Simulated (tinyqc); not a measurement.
Rise against time: self-heating of a transistor with one or more fingers, with temperature-dependent conductivity. Computed by tinyqc, a small Python program. Command: `OMP_NUM_THREADS=1 python tinyqc.py 3016599 3016600 out.jsonl selfheat walk`. One thread of a shared host (Intel(R) Xeon(R) Processor @ 2.30GHz), about 0.08 s of CPU time with the checks.

N long parallel fingers lie on the top face of a slab whose bottom is held at T_0; the top is otherwise insulated, and heat flows in two dimensions. P in W/mm is 1000 P in W/m.

Inputs (values chosen for the exercise, modelled on gallium oxide): conductivity at the base temperature kappa_0 = 17.4 W/(m K); power per gate width P = 0.25 W/mm; fingers N = 2; finger pitch s = 19 micrometre; width of the heat source w = 0.19 micrometre; substrate thickness t = 310 micrometre; heat capacity C = 3.29 1e6 J/(m^3 K); pulse length = 13 microsecond.

Power: power rises with temperature.

Method:
- A line source of power P on the top face raises the top at distance x by (P/(pi kappa_0)) g(x), g(x) = -ln tanh(pi x/(4 t)) (the image sum for the slab). On a strip of width w the centre sees the mean of g over the strip, g_0 = 1 + ln(8 t/(pi w)) for w much below t.
- theta_i = (P/(pi kappa_0)) [g_0 + sum over j != i of g(|i - j| s)], with equal powers and constant conductivity; thermal resistance = largest theta/P.
- After switching on, theta(tau) = (P D/kappa_0) int_0^tau X(u) Z(u) du at the hottest finger, D = kappa_0/C; X = sum over fingers at distance x of [erf((x + w/2)/r) - erf((x - w/2)/r)]/(2 w), Z = sum_(j=-200..200) (-1)^j exp(-(2 j t/r)^2)/sqrt(pi D u), r = 2 sqrt(D u); trapezoid rule on 300 points evenly spaced in ln u from u_0 = 1e-3 min(tau, w^2/D) to tau, plus the exact piece 2 sqrt(u_0/(pi D))/w below u_0. Conductivity and power are held at their base values here, and Fourier's law is used even where the diffusion length is near a phonon free path.

diffusivity D = 5.28875 micrometre^2/microsecond

theta of each finger (K): [56.5571, 56.5571]

largest theta = 56.5571 K

Heating curve:
```
time (microsecond)  sqrt(D time) (micrometre)  rise (K)  share of the steady rise
0.018                                 0.30854    11.829                    0.2092
0.18                                  0.97569    17.078                     0.302
1.8                                    3.0854    22.342                     0.395
18                                     9.7569    28.155                    0.4978
180                                    30.854    37.152                    0.6569
910                                    69.374    44.394                    0.7849
3600                                   137.98    50.641                    0.8954
11000                                  241.20    55.022                    0.9729
27000                                  377.88    56.432                    0.9978
```

What follows from these numbers?

Half the steady rise is reached between 18 and 180 microseconds, and the last row holds 99.8 % of it; the slowest time constant is 4 t^2/(pi^2 D) = 7360 microseconds. While the diffusion length lies between w and the pitch or thickness, the rise grows as the logarithm of time; once it nears the pitch of 19 micrometre the neighbours add their heat.

Extremes, crossings and ranges named in words are read from the listed rows.
